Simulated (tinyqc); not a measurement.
A ladder of methods, and size consistency: correlation methods against full CI in the 3-21g basis, for He, spin multiplicity 1. Computed by the program tinyqc with PySCF. Command: `OMP_NUM_THREADS=1 python tinyqc.py 114375 114376 out.jsonl`; one thread of a shared host (Intel(R) Xeon(R) Processor @ 2.60GHz), about 0.3 s.

Geometry (angstrom):
```
atom,x,y,z
He,0.0000,0.0000,0.0000
```

RHF energy of one = -2.835680 hartree

All electrons correlated; +Q is the Davidson correction (1 - c0^2) E_corr. The last columns treat two copies 100 angstrom apart as one system. FCI is the lowest singlet.

Correlation energies (hartree):
```
method,E_corr of one,share of FCI (%),E_corr of two at 100 angstrom,two minus twice one (mhartree)
MP2,-0.011497,77.1749,-0.022993,0.0000
CISD,-0.014897,100.0000,-0.029698,0.0954
CISD+Q,-0.014945,100.3223,-0.029888,0.0018
CCSD,-0.014897,100.0000,-0.029794,0.0000
CCSD(T),-0.014897,100.0000,-0.029794,0.0000
FCI,-0.014897,100.0000,-,-
```

MP2 recovers 77 %, CISD 100.0 % and CCSD 100.0 % of the FCI value (c0^2 = 0.997 in CISD). MP2 and coupled cluster are size consistent, so their last column vanishes; CISD loses 0.10 mhartree, since a double excitation on each copy is a quadruple of the pair, and the Davidson correction leaves +0.00. With two electrons, or one virtual orbital, CISD and CCSD are exact for one copy, so +Q overshoots there.
